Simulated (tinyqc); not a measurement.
Worked calculation: one-electron ion in a basis of Gaussians. One step of it, computed by the program tinyqc.

Problem. Generalised eigenproblem. Solve H C = S C e through S^(-1/2); each column has its largest component positive (the first on a tie).

H = T + V (hartree):
```
[[-14.019642, -15.678245, -15.932600, -13.806253, -10.848401, -8.145102, -5.989480],
 [-15.678245, -13.162003, -14.061992, -21.464969, -22.660654, -19.363317, -15.104936],
 [-15.932600, -14.061992, 25.841500, 32.589354, -7.248169, -29.116924, -31.636675],
 [-13.806253, -21.464969, 32.589354, 239.225842, 283.593199, 112.172368, -2.373685],
 [-10.848401, -22.660654, -7.248169, 283.593199, 1162.455429, 1364.214571, 683.330065],
 [-8.145102, -19.363317, -29.116924, 112.172368, 1364.214571, 4836.885163, 5656.230911],
 [-5.989480, -15.104936, -31.636675, -2.373685, 683.330065, 5656.230911, 18933.313693]]
```

S:
```
[[1.000000, 0.740124, 0.357053, 0.144357, 0.055229, 0.020807, 0.007807],
 [0.740124, 1.000000, 0.740299, 0.357157, 0.144376, 0.055243, 0.020816],
 [0.357053, 0.740299, 1.000000, 0.740267, 0.357071, 0.144355, 0.055242],
 [0.144357, 0.357157, 0.740267, 1.000000, 0.740181, 0.357048, 0.144364],
 [0.055229, 0.144376, 0.357071, 0.740181, 1.000000, 0.740236, 0.357130],
 [0.020807, 0.055243, 0.144355, 0.357048, 0.740236, 1.000000, 0.740293],
 [0.007807, 0.020816, 0.055242, 0.144364, 0.357130, 0.740293, 1.000000]]
```

Give: eigenvalues of S; eigenvalues; coefficients.

Solution.

eigenvalues of S: [0.0390, 0.0910, 0.2186, 0.4987, 1.0549, 1.9902, 3.1076]

eigenvalues (hartree): [-17.9811, 7.3073, 102.6390, 510.4243, 2129.4129, 8414.0827, 33631.4143]

coefficients:
```
[[0.5874, 1.3808, -0.7075, 0.3050, 0.1394, -0.0661, -0.0313],
 [0.4035, -1.3738, 1.8853, -0.9868, -0.4529, 0.2127, 0.1003],
 [0.1105, 0.0205, -1.7925, 1.9563, 1.0383, -0.4870, -0.2270],
 [0.0236, -0.0582, 0.1729, -1.9205, -1.9356, 1.0280, 0.4770],
 [0.0048, 0.0023, -0.0613, 0.2488, 1.9553, -1.8890, -0.9790],
 [0.0009, -0.0025, 0.0085, -0.0603, -0.2727, 1.9157, 1.7587],
 [0.0002, 0.0000, -0.0023, 0.0077, 0.0473, -0.2133, -1.6805]]
```

For Z = 6 and l = 0 the exact lowest level is -Z^2/(2 n^2) with n = l + 1: -18.000000 hartree.
